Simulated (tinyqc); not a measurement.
Free and trapped electrons in a MOS channel with a dense trap tail: effect of the temperature.

p-type body, charge-sheet picture, full ionisation (an idealisation for deep acceptors), Boltzmann statistics for free electrons. e = Ec - EF at the surface. Acceptor-like traps of density D(E) = D0 + De exp(-E/Ew) at depth E below Ec, from 0 to Eu, hold n_t = integral of D(E)/(1 + exp((e - E)/Vt)). psi = Eg - Vt ln(Nv/Na) - e; N_dep = sqrt(2 eps0 eps_r Na (psi - Vt)/q); n_f = sqrt(N_dep^2 + 2 eps0 eps_r Vt Nc exp(-e/Vt)/q) - N_dep; Vg = Vfb + psi + q (N_dep + n_t + n_f)/Cox, Cox = eps0 eox/tox.

Nc and Nv are given at 250 K and scale as (T/250 K)^1.5; Eg, Vfb and mf are held fixed. VT is the Vg for n_f = 1e11 cm^-2; swing ln 10 n_f/(dn_f/dVg) at n_f = 1e8 cm^-2; the last three columns are for Vg = VT + 6.2 V, with free share n_f/(n_f + n_t) and field-effect mobility mf q (dn_f/dVg)/Cox; there EF is near the band edge, where Boltzmann statistics are rough.

Inputs (values chosen for the exercise); band and dielectric values close to those of gallium nitride:

| symbol | value | unit | meaning |
|---|---|---|---|
| Eg | 3.42 | eV | band gap |
| eps_r | 9.32 |  | relative permittivity |
| Nc | 1.76e18 | cm^-3 | conduction-band density of states at the reference temperature |
| Nv | 3.56e19 | cm^-3 | valence-band density of states at the reference temperature |
| eox | 3.9 |  | relative permittivity of the insulator |
| tox | 78 | nm | insulator thickness |
| Na | 2e16 | cm^-3 | acceptor density |
| Vfb | -2.67 | V | flat-band voltage without trapped charge |
| D0 | 2.9e10 | cm^-2 eV^-1 | constant background density of acceptor-like traps |
| De | 7.9e13 | cm^-2 eV^-1 | density of the tail at the conduction edge |
| Ew | 0.08 | eV | decay energy of the tail |
| Eu | 0.94 | eV | depth below Ec down to which the traps reach |
| mf | 120 | cm^2/(V s) | mobility of free electrons |

Constants: q = 1.602176634e-19 C, kB = 1.380649e-23 J/K, Vt = kB T/q, eps0 = 8.8541878128e-14 F/cm where lengths are in cm. Results are converted to the units shown.

Result of one run:
columns A: T (K); B: e at VT (eV); C: VT (V); D: q n_t/Cox at VT (V); E: swing (mV/decade); F: n_f (cm^-2); G: free share (%); H: field-effect mobility (cm^2/(V s))
```
A          B      C      D     E         F      G      H
350  0.05050  16.94  13.22  1075  3.790e11  6.956  33.12
```

What becomes of these results when the temperature T is changed from 350 to 200 K, all else the same?

Result of the changed run:
columns A: T (K); B: e at VT (eV); C: VT (V); D: q n_t/Cox at VT (V); E: swing (mV/decade); F: n_f (cm^-2); G: free share (%); H: field-effect mobility (cm^2/(V s))
```
A           B      C      D     E         F      G      H
200  0.004292  23.72  19.77  2640  9.991e11  13.77  106.3
```

The whole series:
columns A: T (K); B: e at VT (eV); C: VT (V); D: q n_t/Cox at VT (V); E: swing (mV/decade); F: n_f (cm^-2); G: free share (%); H: field-effect mobility (cm^2/(V s))
```
A           B      C      D      E         F      G      H
200  0.004292  23.72  19.77   2640  9.991e11  13.77  106.3
250   0.01756  21.55  17.67   2037  6.418e11  9.612  76.62
300   0.03308  19.22  15.42   1497  4.555e11  7.520  47.20
350   0.05050  16.94  13.22   1075  3.790e11  6.956  33.12
400   0.06956  14.80  11.18  770.6  3.482e11  7.129  27.07
450   0.09008  12.88  9.356  564.5  3.383e11  7.729  24.49
500    0.1119  11.20  7.767  431.9  3.402e11  8.644  23.62
550    0.1349  9.739  6.411  351.5  3.498e11  9.832  23.72
```

As T goes from 200 to 550, VT falls from 23.7 to 9.74 V, its part due to traps falls from 19.8 to 6.41 V, the swing falls from 2640 to 351 mV/decade and the field-effect mobility goes from 106 through a minimum of 23.6 (at T = 500 among the rows listed) to 23.7 cm^2/(V s). On heating the same n_f is reached with EF deeper in the gap, where fewer tail states are filled. For T = 200, 250, 300, 350 e is under 2 Vt already at VT, so VT too is rough.

tinyqc, about 0.03 s, one thread, Intel Xeon 2.30GHz (shared host): `OMP_NUM_THREADS=1 python tinyqc.py 2222031 2222032 out.jsonl`
